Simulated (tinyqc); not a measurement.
Square-lattice Ising model by mean field, Bethe lattice, transfer matrix, exact enumeration and Monte Carlo steps: one step, computed by the program tinyqc. Command: `OMP_NUM_THREADS=1 python tinyqc.py 3015037 3015038 out.jsonl ising walk`. One thread of a shared host (Intel(R) Xeon(R) Processor @ 2.30GHz), about 0.01 s of CPU time with the checks.

H = -J sum over nearest pairs s_i s_j, s = +-1, no field, periodic boundaries; energies per site are in J. As a lattice gas or an alloy, s marks which species holds the site.

Question. heat bath steps. h is the sum of the four neighbours. Set s = +1 if u < p = 1/(1 + exp(-2 K h)), else -1.

Inputs (values chosen for the exercise, for a model lattice): temperature T = 83.5 K.

Monte Carlo rule: heat bath.

start configuration, 5 x 5, rows and columns numbered from 1:
```
[[1, 1, 1, 1, -1],
 [1, 1, 1, 1, -1],
 [1, 1, -1, -1, -1],
 [1, 1, 1, -1, 1],
 [-1, 1, 1, 1, 1]]
```

Random draws:
```
step  row  column       u
1       4       4  0.3889
2       4       5  0.1811
3       2       4  0.9360
4       2       1  0.4351
5       5       3  0.3345
6       3       2  0.3600
7       4       2  0.3346
8       3       3  0.9329
9       2       2  0.0260
10      3       5  0.6771
11      3       1  0.2304
12      5       1  0.9448
13      5       4  0.3146
14      1       2  0.6570
```

K = 0.7018301

Give: Steps; configuration after the steps.

Answer.

Steps:
```
step  s before  h       p  s after
1           -1  2  0.9431        1
2            1  2  0.9431        1
3            1  0  0.5000       -1
4            1  2  0.9431        1
5            1  4  0.9964        1
6            1  2  0.9431        1
7            1  4  0.9964        1
8           -1  2  0.9431        1
9            1  4  0.9964        1
10          -1  0  0.5000       -1
11           1  2  0.9431        1
12          -1  4  0.9964        1
13           1  4  0.9964        1
14           1  4  0.9964        1
```

configuration after the steps:
```
[[1, 1, 1, 1, -1],
 [1, 1, 1, -1, -1],
 [1, 1, 1, -1, -1],
 [1, 1, 1, 1, 1],
 [1, 1, 1, 1, 1]]
```

4 of the 14 steps changed a spin; the sum of spins went from 11 to 15.
